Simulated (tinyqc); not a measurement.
Inside a calculation. Model: reverse leakage of an n+-p junction: diffusion, generation, trap-assisted and band-to-band tunnelling.

Numbers from tinyqc (`OMP_NUM_THREADS=1 python tinyqc.py 2290127 2290128 out.jsonl`; about 0.01 s on one thread of a shared Intel Xeon 2.30GHz). Printed values are rounded.

One-sided abrupt junction in the depletion approximation, x from the junction (0) to W on the p side, field F = F0 (1 - x/W). Flat quasi-Fermi levels, long p side. Traps generate through SRH with both lifetimes shortened by 1 + Gamma (Hurkx enhancement, form for moderate fields); band-to-band generation is local and needs a total bending above Eg.

Inputs (values chosen for the exercise); band and dielectric values close to those of silicon:
- T = 350 K (temperature)
- Eg = 1.11 eV (band gap)
- eps_r = 11.8 (relative permittivity)
- Nc = 3.58e19 cm^-3 (conduction-band density of states at T)
- Nv = 3.33e19 cm^-3 (valence-band density of states at T)
- Na = 1.7e16 cm^-3 (acceptor density of the lighter side)
- Nd = 5e19 cm^-3 (donor density of the heavier side)
- tau = 3e-7 s (SRH lifetime of both carriers at zero field)
- Et = 0 eV (trap level above the intrinsic level)
- mt = 0.24 m0 (tunnelling mass)
- Dn = 6.4 cm^2/s (electron diffusion coefficient on the lighter side)
- Ab = 7.6e14 cm^-0.5 V^-2.5 s^-1 (band-to-band prefactor)
- Bb = 1.83e7 V/cm (band-to-band field constant)
- VR = 1.4 V (reverse bias)

Constants: q = 1.602176634e-19 C, kB = 1.380649e-23 J/K, hbar = 1.054571817e-34 J s, m0 = 9.1093837015e-31 kg, Vt = kB T/q, eps0 = 8.8541878128e-14 F/cm where lengths are in cm. Results are converted to the units shown.

Range of the model: The n+ side is degenerate, so Vbi from Boltzmann statistics is only a guide.

## Field, scales and diffusion current

ni = sqrt(Nc Nv) exp(-Eg/(2 Vt)), Eg in volts; Vbi = Vt ln(Na Nd/ni^2); W = sqrt(2 eps0 eps_r (Vbi + VR)/(q Na)); F0 = 2 (Vbi + VR)/W; FG = sqrt(24 mt m0 (kB T)^3)/(q hbar); J_diff = q ni^2 sqrt(Dn/tau)(1 - exp(-VR/Vt))/Na.

ni = 3.51978e11 cm^-3
Vbi = 0.891455 V
W = 419.282 nm
F0 = 109.304 kV/cm
FG = 455.403 kV/cm
J_diff = 5.39289e-9 A/cm^2

## Generation rates across the layer

u = (Vbi + VR)(1 - x/W)^2, p = Na exp(-u/Vt), n = Nd exp((u - Vbi - VR)/Vt); G0 = ni^2 (1 - exp(-VR/Vt))/(tau (n + p + 2 ni cosh(Et/Vt))); Gamma = 2 sqrt(3 pi)(F/FG) exp((F/FG)^2); trap-assisted part G0 Gamma; G_bb = Ab F^2.5 exp(-Bb/F) with F in V/cm, zero unless Vbi + VR > Eg, and counted as zero under 1 cm^-3 s^-1. 13 equal steps.

```
point   x (nm)  F (kV/cm)     Gamma  G0 (cm^-3 s^-1)  G0 Gamma (cm^-3 s^-1)  G_bb (cm^-3 s^-1)
0        0.000    109.304   1.56107        8.25923e9             1.28932e10                  0
1       32.252    100.896   1.42876       6.27287e14             8.96243e14                  0
2       64.505     92.488   1.29947       5.69436e17             7.39965e17                  0
3       96.757     84.080   1.17291       5.86628e17             6.88063e17                  0
4      129.010     75.672   1.04880       5.86630e17             6.15260e17                  0
5      161.262     67.264  0.926884       5.86630e17             5.43738e17                  0
6      193.515     58.856  0.806887       5.86626e17             4.73341e17                  0
7      225.767     50.448  0.688560       5.85306e17             4.03018e17                  0
8      258.020     42.040  0.571652       4.45218e17             2.54510e17                  0
9      290.272     33.632  0.455921       3.06205e16             1.39605e16                  0
10     322.525     25.224  0.341126       1.38545e15             4.72612e14                  0
11     354.777     16.816  0.227030       1.46660e14             3.32961e13                  0
12     387.030      8.408  0.113399       3.80778e13             4.31798e12                  0
13     419.282      0.000         0       2.42908e13                      0                  0
```

## Current components

Each current is q times the trapezoid sum of its rate; J adds J_diff; J_bb under 1e-8 of the sum is given as 0.

J_SRH = 2.05627e-6 A/cm^2
J_TAT = 1.92913e-6 A/cm^2
J_bb = 0 A/cm^2
J = 3.99080e-6 A/cm^2

A fine grid gives J = 3.890e-6 A/cm^2; the coarse sum is 2.6 % above it. On the fine grid the largest part is SRH generation (51.7 %). The simple estimate q ni W/(2 tau cosh(Et/Vt)) is 96 % above the fine-grid J_SRH of 2.010e-6 A/cm^2, since near both edges n or p is large enough to quench generation.
